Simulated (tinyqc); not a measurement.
Plane-wave Kohn-Sham cycle with exchange-only LDA in a layered model solid, step by step. One step of it, computed by the program tinyqc.

Task: Iteration 2: levels at that k. Diagonalise the Hermitian matrix.

H (hartree):
```
           -3         -2         -1         +0         +1         +2         +3
-3   0.844031  -0.080848   0.073411   0.000136  -0.000037  -0.000015   0.000004
-2  -0.080848   0.260031  -0.080848   0.073411   0.000136  -0.000037  -0.000015
-1   0.073411  -0.080848  -0.090369  -0.080848   0.073411   0.000136  -0.000037
+0   0.000136   0.073411  -0.080848  -0.207169  -0.080848   0.073411   0.000136
+1  -0.000037   0.000136   0.073411  -0.080848  -0.090369  -0.080848   0.073411
+2  -0.000015  -0.000037   0.000136   0.073411  -0.080848   0.260031  -0.080848
+3   0.000004  -0.000015  -0.000037   0.000136   0.073411  -0.080848   0.844031
```

Give: eigenvalues.

Result:

eigenvalues (hartree): -0.2695  -0.1820  -0.0127  0.2604  0.2984  0.8619  0.8637
